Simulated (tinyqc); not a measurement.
Inside a calculation. Model: space-charge-limited current through a thin insulating or semi-insulating film with traps. Computed by tinyqc, a small Python program that keeps every step. Command: `OMP_NUM_THREADS=1 python tinyqc.py 3011718 3011719 out.jsonl sclc walk`. One thread of a shared host (Intel(R) Xeon(R) Processor @ 2.30GHz), about 0.01 s of CPU time with the checks. Intermediate numbers are printed to about 6 digits and carried at full precision; extremes and crossings named in words are read from the listed rows.

One ohmic injecting contact at x = 0 (field zero), drift only, non-degenerate free carriers.

Inputs (values chosen for the exercise, modelled on HfO2):

| quantity | value | unit |
|---|---|---|
| permittivity eps | 22 | - |
| band mobility mu | 0.038 | cm^2/(V s) |
| effective density of states N_c | 9.1e+19 | 1/cm^3 |
| trap density N_t | 4.2e+18 | 1/cm^3 |
| equilibrium Fermi level below the band edge, E_0 | 0.56 | eV |
| thickness d | 35 | nm |
| free density at the anode, in units of N_c | 2.3e-08 | - |
| temperature T | 300 | K |
| characteristic temperature T_c | 1600 | K |

Traps: exponential tail.

Constants: k_B = 8.617333262e-05 eV/K; e = 1.602176634e-19 C; eps_0 = 8.8541878128e-12 F/m.

## Equilibrium and landmark voltages

Free density n_0 = N_c exp(-E_0/k_B T) in equilibrium; trapped density n_t(n) = N_t (n/N_c)^(T/T_c) (the low-temperature form). theta = n/(n + n_t) at the anode density; trap-filled-limit voltage V_TFL = e (N_t - n_t(n_0)) d^2/(2 eps eps_0).

n_0 = 3.56004e+10 1/cm^3

n_t(n_0) = 7.23314e+16 1/cm^3

theta = 1.34800e-05

V_TFL = 2.07946 V

## One point of the curve

J = e mu n F and (eps eps_0/e) dF/dx = n - n_0 + n_t(n) - n_t(n_0) = rho(n). With F = J/(e mu n): d = (eps eps_0 J/(e^2 mu)) I_1 and V = (eps eps_0 J^2/(e^3 mu^2)) I_2, I_k = int_(n_L)^infinity dn/(n^(k+1) rho(n)), n_L the density at the anode; with u = n_L/n, 200 Gauss-Legendre points in t, u = 1 - (1 - t)^2. Anode field J/(e mu n_L); Mott-Gurney current (9/8) eps eps_0 mu V^2/d^3; ohmic current e n_0 mu V/d.

I_1 = 4.36941e-30 cm^6

I_2 = 1.18105e-42 cm^9

current density J = 4.01123e-04 A/cm^2

voltage V = 0.0623302 V

anode field over mean field V/d = 1.76760

trap-free Mott-Gurney current = 7.54571 A/cm^2

ohmic current = 3.85993e-06 A/cm^2

J is 5.32e-5 times the trap-free law and 104 times the ohmic current; theta is 1.35e-5. The field ratio is 1 for ohmic flow, 3/2 for the square law and 2 for a uniform fixed charge; here 1.77. Caution: V is below 10 k_B T/e, where diffusion from the contact, left out here, dominates.

## The whole curve

The last column is d ln J/d ln V up to the next row.

Current against voltage:

| n_L (1/cm^3) | V (V) | J (A/cm^2) | slope |
|---|---|---|---|
| 3.70e+10 | 3.98937e-03 | 3.21852e-07 | 2.08950 |
| 2.20e+11 | 2.68467e-02 | 1.72878e-05 | 3.63025 |
| 1.30e+12 | 5.36167e-02 | 2.12959e-04 | 4.42766 |
| 7.20e+12 | 8.88153e-02 | 1.98969e-03 | 4.96680 |
| 4.20e+13 | 1.38894e-01 | 1.83364e-02 | 5.33388 |
| 2.40e+14 | 2.07920e-01 | 1.57716e-01 | 5.52448 |
| 1.40e+15 | 3.07124e-01 | 1.36090e+00 | 5.42379 |
| 8.10e+15 | 4.56086e-01 | 1.16216e+01 | 4.79246 |
| 4.70e+16 | 7.20771e-01 | 1.04177e+02 | 3.69091 |
| 2.70e+17 | 1.35590e+00 | 1.07318e+03 | 2.72862 |
| 1.60e+18 | 3.66636e+00 | 1.61977e+04 | 2.24042 |
| 9.10e+18 | 1.44454e+01 | 3.49630e+05 | - |

The slope starts at 2.09, peaks at 5.5 between 0.208 and 0.307 V and ends at 2.24. Rows below 0.26 V (10 k_B T/e) are formal, since diffusion from the contact rules there. Self-heating is left out, although J V exceeds 1e5 W/cm^2 at the last row. Rows above 10.5 V are formal, since the mean field exceeds 3 MV/cm and breakdown sets in. An exponential tail gives the power law T_c/T + 1 = 6.33, which the middle rows approach.

Checks made by the program: trap-free limit against the Mott-Gurney law (relative difference 5e-08).
